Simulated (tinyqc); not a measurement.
# Hexagonal on-chip spiral inductor, lumped pi model: two studies

Outer diameter do = di + 2 n wd + 2 (n - 1) sp, mean da = (do + di)/2, fill p = (do - di)/(do + di), length l = 3.464 n da. L = 2.33 mu0 n^2 da/(1 + 3.82 p), mu0 = 4 pi 1e-7 H/m. Rs = rho l/(wd delta (1 - exp(-th/delta))), delta = sqrt(rho/(pi f mu0)). Cs = n wd^2 eps0 eo/hu across the coil. At each end Cox = l wd eps0 eo/(2 ho) leads to the substrate branch Rsi = 2 rs he/(l wd) in parallel with Csi = l wd eps0 11.7/(2 he). With one end grounded Y = 1/(Rs + i w L) + i w Cs + 1/[1/(i w Cox) + 1/(1/Rsi + i w Csi)], w = 2 pi f; Q = -Im Y/Re Y. Eddy currents in neighbouring turns and in the substrate are left out.

Inputs (values chosen for the exercise); values of the order met in silicon radio-frequency processes:
- n = 4.5 (number of turns)
- wd = 6 um (line width)
- sp = 3 um (space between turns)
- di = 140 um (inner diameter)
- th = 3.4 um (metal thickness)
- rho = 3 uohm cm (metal resistivity)
- ho = 9.1 um (oxide below the coil)
- hu = 1.1 um (oxide between coil and underpass)
- eo = 3 (relative permittivity of the oxide)
- rs = 10 ohm cm (substrate resistivity)
- he = 80 um (effective spreading depth in the substrate)
- f = 1.5 GHz (frequency)

Constants: eps0 = 8.8541878128e-12 F/m. Results are converted to the units shown.

Each table varies one quantity; the others keep the values above.

## Quality factor against frequency

Apparent inductance Im(1/Y)/w; share of the loss Re(substrate branch)/Re Y.

Quality factor against frequency:
```
f (GHz)  Rs (ohm)  w L/Rs       Q  apparent inductance (nH)  loss in the substrate (%)
0.31        5.625   2.017   2.015                     5.827                   0.006092
0.51        6.121   3.049   3.042                     5.832                    0.03618
0.84        6.793   4.525   4.494                     5.848                     0.2224
1.4         7.736   6.623   6.451                     5.890                      1.377
2.2         8.867   9.079   8.278                     5.979                      6.166
3.6         10.54   12.50   8.960                     6.197                      23.28
6           12.92   16.99   6.733                     6.708                      53.51
9.7         15.97   22.22   3.636                     7.930                      76.08
16          20.22   28.96  0.8300                     9.457                      88.60
```

Read the table: what changes, and by how much?

Q goes from 2.02 through a maximum of 8.96 (at f = 3.6 GHz among the rows listed) to 0.830; the exact peak is 9.04 at 3.23 GHz and Q reaches zero at the self-resonance, 18.8 GHz. The share of the substrate rises from 0.00609 to 88.6 %, and the apparent inductance ends at 1.62 times L. At the peak the substrate takes 18.0 % of the loss. For f = 9.7, 16 the coil is longer than 0.15 of a wavelength in the oxide, where one lumped section is rough.

## Effect of the oxide below the coil

Same model as above.

Peak Q and its frequency from a search over f; self-resonance where Im Y = 0; Q at the given f (negative beyond resonance).

The same in every row: L (nH) = 5.824; do (um) = 215.0.

Effect of the oxide below the coil:
```
ho (um)  peak Q  f of the peak (GHz)  self-resonance (GHz)  Q at f
1         5.371                1.997                 17.30   5.204
2         5.943                2.035                 17.42   5.695
3         6.528                2.179                 17.57   6.071
5         7.526                2.538                 17.92   6.472
7         8.332                2.887                 18.32   6.648
10        9.309                3.362                 18.94   6.767
15        10.57                4.051                 19.93   6.845
```

As ho goes from 1 to 15, L stays at 5.82 nH, the peak Q rises from 5.37 to 10.6, its frequency rises from 2.00 to 4.05 GHz and the self-resonance rises from 17.3 to 19.9 GHz.

Computed by the program tinyqc: `OMP_NUM_THREADS=1 python tinyqc.py 2302031 2302032 out.jsonl`, one thread of a shared Intel Xeon 2.30GHz, about 0.01 s for the whole run.
